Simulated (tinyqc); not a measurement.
Schottky barrier with interface states (Cowley-Sze model), image lowering and contact resistance: one step, computed by the program tinyqc. Command: `OMP_NUM_THREADS=1 python tinyqc.py 3002512 3002513 out.jsonl pinning walk`. One thread of a shared host (Intel(R) Xeon(R) Processor @ 2.30GHz), about 0.01 s of CPU time with the checks.

An n-type semiconductor under a metal. The barrier lies between the Schottky-Mott limit phi_M - chi and the Bardeen limit E_g - E_n, E_n being the neutrality level of the interface states; the space-charge term of the full Cowley-Sze expression is left out.

Question. Tunnelling scale and contact resistivity. A* = 4 pi e m_e M_c k_B^2/h^3 (a simple valley count); J_s = A* T^2 exp(-phi/k_B T). E_00 = (e hbar/2) sqrt(N/(m_e eps_s eps_0)), E_0 = E_00 coth(E_00/k_B T); scaling form of the contact resistivity rho_c = (k_B/(e A* T)) exp(phi_B/E_0), which is the thermionic result when E_00 << k_B T and keeps only the leading exponential of tunnelling when E_00 >> k_B T; image lowering is left out of it.

Inputs (values chosen for the exercise, with gap, mass and screening modelled on beta-Ga2O3):
```
quantity                     value   unit
dielectric constant eps_s      9.8      -
electron mass m_e             0.28    m_0
valleys M_c                      1      -
donor density N            1.5e+16  cm^-3
temperature T                  300      K
```

Pinning factor from: Moench relation.

barrier phi_B = 2.009045 eV

Constants: k_B = 8.617333262e-05 eV/K; hbar = 1.054571817e-34 J s; m_0 = 9.1093837015e-31 kg; eps_0 = 8.8541878128e-12 F/m; e = 1.602176634e-19 C; k_B = 1.380649e-23 J/K; h = 6.62607015e-34 J s.

Give: E_00; E_00/k_B T; E_0; contact resistivity rho_c.

Answer.

E_00 = 0.0013727 eV

E_00/k_B T = 0.053099

E_0 = 0.025876 eV

contact resistivity rho_c = 4.4676e+25 ohm cm^2

With the usual bounds 0.5 and 5 on E_00/k_B T the regime is thermionic emission; so large a rho_c means a blocking contact.
